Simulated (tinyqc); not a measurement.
Single-domain magnet: Stoner-Wohlfarth switching, Neel-Arrhenius retention, LLG dynamics and spin torque: one step, computed by the program tinyqc.

The moment is uniform, with unit vector m; z is the easy axis. mu_0 = 1.25663706212e-6 T m/A, gamma = 1.76085963023e11 rad/(s T).

Question. Effective anisotropy. The disc is treated as an oblate spheroid with p = t/d: N_z = [1 - p arccos(p)/sqrt(1 - p^2)]/(1 - p^2); V = pi d^2 t/4; K_eff = K_u + K_i/t + K_shape, K_shape = -(mu_0 M_s^2/4)(3 N_z - 1); mu_0 H_K = 2 K_eff/M_s.

Inputs (values chosen for the exercise, for a model magnet): saturation magnetisation M_s = 1270 kA/m; diameter d = 65 nm; thickness t = 1.4 nm; interface anisotropy K_i = 1.8 mJ/m^2; bulk anisotropy K_u = 68 kJ/m^3.

Shape: thin disc, easy axis normal to it.

Give: demagnetising factor N_z; volume V; K_shape; K_eff; anisotropy field mu_0 H_K.

Answer.

demagnetising factor N_z = 0.9671

volume V = 4646 nm^3

K_shape = -963.4 kJ/m^3

K_eff = 390.4 kJ/m^3

anisotropy field mu_0 H_K = 0.6147 T

Shape works against the easy axis and takes 71 % of the other terms. Caution: a flat cylinder has a smaller N_z than the spheroid of the same t/d, so K_eff of a real disc is larger.
